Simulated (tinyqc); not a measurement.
Raising the sheet density: Gamma, L and X subbands of a thin body with non-parabolic valleys.

Hard walls, flat band, c = hbar^2/2m0, energies from the bulk Gamma edge. For a valley at angle theta to the normal 1/m_z = cos^2/ml + sin^2/mt and m_d = sqrt(ml mt^2/m_z). Subband n starts at E_v + e with e (1 + a e) = c (n pi/t)^2/m_z, and its density-of-states mass is taken as m_d (1 + 2 a e), without further growth at higher in-plane energy. Groups are named by valley and degeneracy.

n_i = g m/(2 pi c) kB T ln(1 + exp((EF - E_i)/kB T)), sum n_i = Ns (1e12/cm^2 = 1e-4/angstrom^2), c = hbar^2/2m0. Quantum capacitance Cq = 1602.176634 sum g m/(2 pi c) f_i in microfarad/cm^2 with f_i = 1/(1 + exp((E_i - EF)/kB T)); Cox = 34.5313/eot (one gate); C/Cox = Cq/(Cq + Cox), the centroid term left out.

Constants: hbar^2/2m0 = 3.80998211 eV angstrom^2; kB = 8.617333262e-05 eV/K.

Inputs chosen for the exercise (near those of a thin GaSb channel; shifted at random, so the results belong to these values and not to a real crystal): face = 110 (surface); mG = 0.0386 m0 (Gamma mass); aG = 1.15 1/eV (Gamma non-parabolicity); EL = 0.086 eV (L edge above Gamma); mL = (1.304, 0.099) m0 (L valleys (four, along <111>): ml, mt); EX = 0.331 eV (X edge above Gamma); mX = (1.456, 0.227) m0 (X valleys (three, along <100>): ml, mt); aS = 0.69 1/eV (non-parabolicity of L and X); t = 30 angstrom (body thickness); T = 300 K (temperature); eot = 7 angstrom (equivalent oxide thickness); Nl = (0.5, 1, 2, 4, 7, 11, 16) x 1e12/cm^2 (sheet densities).

Fixed thickness, n = 1 to 8 of all groups; the gate overdrive above the lowest edge is (EF - E_lowest)/e + 0.1602177 Ns/Cox in volts.

Results:
```
Ns (1e12/cm^2)  EF - lowest (eV)  Gamma share (%)     Cq  C/Cox  overdrive (V)
0.5                       -0.062              0.0   2.97  0.376         -0.046
1.0                       -0.043              0.0   5.69  0.536         -0.011
2.0                       -0.023              0.0  10.49  0.680          0.042
7.0                        0.022              0.0  25.28  0.837          0.249
11.0                       0.045              0.0  30.84  0.862          0.402
16.0                       0.069              0.0  34.57  0.875          0.589
```

Give the missing row, Ns (1e12/cm^2) = 4.0.

Computed row:
```
Ns (1e12/cm^2)  EF - lowest (eV)  Gamma share (%)     Cq  C/Cox  overdrive (V)
4.0                        0.000              0.0  17.93  0.784          0.130
```

The lowest subband is L2 n=1; the light Gamma level lies 395 meV above it, lifted there by confinement. At the highest density band filling takes 0.069 V of the 0.589 V overdrive. Cq grows from 3.0 to 34.6 microfarad/cm^2 while EF moves from -0.062 to +0.069 eV against the lowest edge; the Gamma share stays near 0 %.

Run: tinyqc, `OMP_NUM_THREADS=1 python tinyqc.py 1282757 1282758 out.jsonl`; Intel(R) Xeon(R) Processor @ 2.30GHz, one thread, shared host; about 0.04 s of CPU time with all checks.
